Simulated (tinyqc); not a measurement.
Comparisons within one model: strain-driven crossing of the Gamma and L valleys in a germanium-like crystal. A value that a table varies takes the place of the one given here.

Biaxial loads: e0 is the in-plane strain e_par and the normal is free. (001): e_perp = -2 (C12/C11) e_par; exx = eyy = e_par, ezz = e_perp, no shear. (111): e_perp = -(2 C11 + 4 C12 - 4 C44)/(C11 + 2 C12 + 4 C44) e_par; exx = eyy = ezz = (2 e_par + e_perp)/3 and exy = eyz = ezx = (e_perp - e_par)/3. (110): e_perp = -(C11 + 3 C12 - 2 C44)/(C11 + C12 + 2 C44) e_par; exx = eyy = (e_par + e_perp)/2, ezz = e_par, exy = (e_perp - e_par)/2, eyz = ezx = 0. Uniaxial loads: a stress along n, scaled so that n.e.n = e0, with exx = s11 sxx + s12 (syy + szz), exy = s44 sxy/2, s11 = (C11 + C12)/((C11 - C12)(C11 + 2 C12)), s12 = -C12/((C11 - C12)(C11 + 2 C12)), s44 = 1/C44.

Edges from the unstrained valence top: Gamma at Eg + ac tr(e); an L valley with unit axis u at EgL + aL tr(e) + XuL (u.e.u - tr(e)/3), u along [111], [1-1-1], [-11-1], [-1-11]; valence edges are the levels of the 6 x 6 matrix of X, Y, Z times spin with -Dso/3 + l exx + m (eyy + ezz) on the diagonal (cyclic), n exy off it, l = av + 2 b, m = av - b, n = sqrt(3) d. Spin-orbit term (Dso/3) L.sigma on X, Y, Z with (L_k)_ij = -i epsilon_kij: <X+|H|Y+> = -i Dso/3, <X+|H|Z-> = Dso/3, <Y+|H|Z-> = -i Dso/3, <Z+|H|X-> = -Dso/3, <Z+|H|Y-> = i Dso/3, <X-|H|Y-> = i Dso/3, and their conjugates; + and - are the spin along z.

Constants: kB = 8.617333262e-05 eV/K.

Inputs chosen for the exercise (near those of Ge, gaps at low temperature; not measured data):
```
symbol  value          unit  meaning
Eg      0.909          eV    gap at Gamma to the s-like level
EgL     0.742          eV    gap to L
Dso     0.287          eV    spin-orbit splitting
ac      -8.16          eV    conduction deformation potential
av      1.22           eV    valence hydrostatic potential
b       -2.56          eV    tetragonal shear potential
d       -5.22          eV    trigonal shear potential
aL      -1.4           eV    hydrostatic potential of the L edge, Xd + Xu/3
XuL     15.68          eV    uniaxial potential, L
C11     127.2          GPa
C12     47.9           GPa
C44     66.8           GPa
load    biaxial (001)        kind of strain
mG      0.0391         m0    mass at Gamma
mL      0.562          m0    density-of-states mass of the four L valleys together
T       300            K     temperature
e0      0.003                size of the strain
```

## Which strain makes the gap direct

For tension the difference Gamma minus lowest L is linear in e0; slope per 1 % and the e0 at which it vanishes (a dash: no crossing below 15 %), with the gap there.

Results:
```
load            slope (meV per 1 %)  crossing e0 (%)  gap at the crossing (eV)
biaxial (001)                 -84.3             1.98                     0.550
biaxial (110)                 -29.6             5.64                    -0.312
biaxial (111)                  32.1                -                         -
uniaxial [100]                -30.6             5.45                     0.499
uniaxial [111]                 -6.5                -                         -
uniaxial [110]                 12.0                -                         -
```

The smallest strain is needed for biaxial (001) (1.98 %), then uniaxial [100] (5.45 %). No crossing below 15 % is found for biaxial (111), uniaxial [111] and uniaxial [110]: shear splits the L valleys and pulls the lowest down nearly as fast as, or faster than, Gamma. Loads without off-diagonal strain, (001) and [100], gain (ac - aL) tr(e) = -68 meV per 1 % of volume. Crossings beyond about 3 % are sensitive to second-order terms, left out here. For uniaxial [111] the slope is a near cancellation, so terms beyond this linear model decide. A gap at or below zero marks a crossing beyond the range of this linear model.

## Sweep of a biaxial (001) strain

The valence splitting is the distance of the top two edges. Share in Gamma = mG^(3/2)/(mG^(3/2) + (mL^(3/2)/4) sum_i exp(-(E_Li - E_Gamma)/kT)).

Results:
```
e0 (%)  direct gap (eV)  indirect gap (eV)  Gamma - L (meV)  valence splitting (meV)  share in Gamma (%)
0.00              0.909              0.742              167                        0             0.00287
0.34              0.852              0.714              138                       32             0.00870
0.69              0.791              0.683              109                       68              0.0272
1.03              0.730              0.650               80                      105              0.0825
1.37              0.667              0.615               52                      143               0.249
1.71              0.602              0.579               23                      183               0.752
2.06              0.535              0.542               -7                      226                2.32
2.40              0.469              0.504              -35                      267                6.70
```

Gamma drops below the lowest L valley between e0 = 1.71 and 2.06 %. The direct gap goes from 0.909 to 0.469 eV; of that change -0.160 eV comes from the rise of the valence top through the shear terms and the rest from the volume. The share in Gamma goes from 0.00287 to 6.70 %.

## What each parameter does

Direct gap, Gamma minus the lowest L edge and the valence splitting. Each row changes one parameter from the base and keeps the others.

Results:
```
case              direct gap (eV)  Gamma - L (meV)  valence splitting (meV)
base                       0.8592            141.7                     28.1
b = -2.944 eV              0.8569            141.7                     32.5
C44 = 56.78 GPa            0.8592            141.7                     28.1
d = -6.003 eV              0.8592            141.7                     28.1
av = 1.037 eV              0.8599            141.7                     28.1
XuL = 13.328 eV            0.8592            141.7                     28.1
e0 = 0.00345               0.8516            137.9                     32.5
Dso = 0.33005 eV           0.8594            141.7                     28.0
```

The largest shifts from the base row, up to three for each result and ties (the steps differ in size, so this ranks the rows, not the parameters). direct gap (eV): e0 -0.0077, b -0.0024, av +0.0007; unchanged at the printed digits by C44, d and XuL. Gamma - L (meV): e0 -3.8; unchanged at the printed digits by b, C44, d, av, XuL and Dso. valence splitting (meV): e0 +4.4, b +4.4, Dso -0.1; unchanged at the printed digits by C44, d, av and XuL.

Computed by tinyqc, a small Python program: `OMP_NUM_THREADS=1 python tinyqc.py 1050230 1050231 out.jsonl` (the numbers bound the seed that draws the inputs); one thread of a shared host (Intel(R) Xeon(R) Processor @ 2.30GHz), about 0.01 s for the whole set of steps.
